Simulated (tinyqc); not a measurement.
Planar metal-insulator-metal capacitor: capacitance, non-linearity, leakage and relaxation: one step of the calculation.

A film between two metal electrodes, each interface adding a series capacitance ci. The small-signal permittivity is ek (1 + aq E^2); the field is found with the linear permittivity. Leakage J = J0 sinh(E/Ef). After a voltage step the film passes a relaxation current kr C V tt^(-nr), tt being the time in seconds.

Question. Planar capacitance, field and non-linearity. Planar film: Cf = eps0 ek/t, 1/C = 1/Cf + 2/ci, EOT = 3.9 eps0/C, effective permittivity C t/eps0, E = (V/t) C/Cf; quadratic coefficient [C(V)/C - 1]/V^2 with Cf (1 + aq E^2) in C(V).

Parameters, values chosen for the exercise; permittivity of the order of that of zirconium oxide: relative permittivity of the film ek = 32.1; film thickness t = 19 nm; capacitance of each electrode interface (dead layer and screening) ci = 260 uF/cm^2; quadratic field coefficient of the permittivity aq = 0.0092 cm^2/MV^2; bias V = 1.8 V; leakage prefactor J0 = 2.2e-10 A/cm^2; field for an e-fold rise of the leakage Ef = 0.3 MV/cm.

Constants: eps0 = 8.8541878128e-14 F/cm where lengths are in cm. Results are converted to the units shown.

Give: Cf; C; EOT; effective permittivity; E; quadratic coefficient; J.

Answer.

Cf = 1.496 uF/cm^2
C = 1.479 uF/cm^2
EOT = 2.335 nm
effective permittivity = 31.73
E = 0.9366 MV/cm
quadratic coefficient = 2462 ppm/V^2
J = 2.491e-9 A/cm^2

The interfaces take 1.14 % of the voltage.

Computed by the program tinyqc: `OMP_NUM_THREADS=1 python tinyqc.py 2102119 2102120 out.jsonl`, one thread of a shared Intel Xeon 2.30GHz, about 0.01 s for the whole run.
